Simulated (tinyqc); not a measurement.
Quasi-harmonic thermal expansion with mode Grueneisen parameters: one step, computed by the program tinyqc. Command: `OMP_NUM_THREADS=1 python tinyqc.py 3004127 3004128 out.jsonl qha walk`. One thread of a shared host (Intel(R) Xeon(R) Processor @ 2.30GHz), about 0.03 s of CPU time with the checks.

A crystal with two atoms a cell; per atom there are 1 transverse acoustic (TA), 1/2 longitudinal acoustic (LA) and 3/2 optical (O) modes. Every frequency of group i scales as nu_i (V/V0)^(-gamma_i). Each group has one frequency. Static energy: E = (9 V0 B0/16) [y^3 B' + y^2 (2 - 4 y)], y = (V0/V)^(2/3) - 1, with pressure P_s = (3 B0/2) (z^7 - z^5) [1 + (3/4)(B' - 4)(z^2 - 1)], z = (V0/V)^(1/3).

Task: Mode groups at the static volume. For a mode with x = h nu/(k_B T), n = 1/(exp(x) - 1): U = h nu (n + 1/2), C/k_B = x^2 n (n + 1); U_i and C_i sum these over group i with its weight per atom. Phonon pressure P_ph = sum_i gamma_i U_i/V.

Inputs (values chosen for the exercise, modelled on gallium arsenide):
```
quantity                       value             unit
static volume V0                22.6  angstrom^3/atom
frequency nu_TA                 2.35              THz
frequency nu_LA                 5.79              THz
frequency nu_O                  7.65              THz
Grueneisen parameter gamma_TA  -0.95                -
Grueneisen parameter gamma_LA    1.2                -
Grueneisen parameter gamma_O     1.2                -
temperature T                    300                K
```

Acoustic groups: Einstein.

Constants: h x 1 THz = 4.135667696 meV; k_B = 8.617333262e-05 eV/K; 1 eV/angstrom^3 = 160.2176634 GPa.

Give: Groups; phonon pressure at V0.

Result:

Groups:
```
group  h nu_i/(k_B T)  U_i (meV)  C_i (k_B)  gamma_i C_i (k_B)
TA             0.3759      26.16     0.9883            -0.9389
LA             0.9263      13.84     0.4657             0.5589
O               1.224      43.50      1.326              1.591
```

phonon pressure at V0 = 0.3116 GPa
